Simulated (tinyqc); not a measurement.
Abrupt p-n junction, non-linear Poisson equation by Newton steps: one step of the calculation.

One dimension, p side on the left, n side on the right; net doping C = -Na for x < 0 and +Nd for x > 0. The potential psi is counted from the intrinsic level, and the quasi-Fermi potentials are flat: 0 for holes and -V for electrons, so n = ni exp((psi + V)/Vt) and p = ni exp(-psi/Vt) (Boltzmann statistics, full ionisation, no current).

Question. Newton step. Solve the tridiagonal system a_(i-1) d_(i-1) + b_i d_i + a_i d_(i+1) = -F_i for nodes 1 to 10, with d = 0 on fixed nodes. If the largest |d| exceeds 4 Vt, the whole step is scaled down so that it equals 4 Vt.

Parameters, values chosen for the exercise: temperature T = 400 K.

Constants: q = 1.602176634e-19 C, kB = 1.380649e-23 J/K, Vt = kB T/q. Results are converted to the units shown.

| interval | coupling a_i (F/cm^2) |
|---|---|
| 0 | 7.3577054e-8 |
| 1 | 9.4981287e-8 |
| 2 | 1.2148769e-7 |
| 3 | 1.5830215e-7 |
| 4 | 2.0287265e-7 |
| 5 | 2.6119854e-7 |
| 6 | 3.3703037e-7 |
| 7 | 2.7787079e-7 |
| 8 | 2.2812100e-7 |
| 9 | 1.8961782e-7 |
| 10 | 1.5364620e-7 |

| node | diagonal b (F/cm^2) | residual F (C/cm^2) |
|---|---|---|
| 1 | -1.3862536e-6 | 1.3856158e-8 |
| 2 | -1.4437089e-6 | 2.5643425e-8 |
| 3 | -6.0645619e-7 | -6.0524710e-10 |
| 4 | -4.0483483e-7 | -7.9378637e-9 |
| 5 | -4.7318331e-7 | -7.2123057e-9 |
| 6 | -6.1940189e-7 | -5.3822879e-9 |
| 7 | -7.2389794e-7 | 1.3131284e-8 |
| 8 | -9.1540828e-7 | 1.0225449e-8 |
| 9 | -1.2153716e-6 | 7.3003257e-9 |
| 10 | -1.4016220e-6 | 1.0589383e-8 |

| node | psi after iteration 1 (V) |
|---|---|
| 0 | -0.27915117 |
| 1 | -0.29278007 |
| 2 | -0.30171331 |
| 3 | -0.26483729 |
| 4 | -0.20372654 |
| 5 | -0.13736045 |
| 6 | -0.07422064 |
| 7 | -0.01558890 |
| 8 | 0.02332475 |
| 9 | 0.03974927 |
| 10 | 0.04264347 |
| 11 | 0.05089664 |

Give: Newton step d, before damping; psi after iteration 2.

Answer.

| node | Newton step d, before damping (V) |
|---|---|
| 1 | 0.011208 |
| 2 | 0.017704 |
| 3 | -0.009456 |
| 4 | -0.045990 |
| 5 | -0.045268 |
| 6 | -0.018673 |
| 7 | 0.016734 |
| 8 | 0.018986 |
| 9 | 0.010981 |
| 10 | 0.009041 |

| node | psi after iteration 2 (V) |
|---|---|
| 0 | -0.27915 |
| 1 | -0.28157 |
| 2 | -0.28401 |
| 3 | -0.27429 |
| 4 | -0.24972 |
| 5 | -0.18263 |
| 6 | -0.09289 |
| 7 | 0.00114 |
| 8 | 0.04231 |
| 9 | 0.05073 |
| 10 | 0.05168 |
| 11 | 0.05090 |

Program tinyqc, `OMP_NUM_THREADS=1 python tinyqc.py 2000159 2000160 out.jsonl`; Intel Xeon 2.30GHz, shared host, one thread, about 0.02 s.
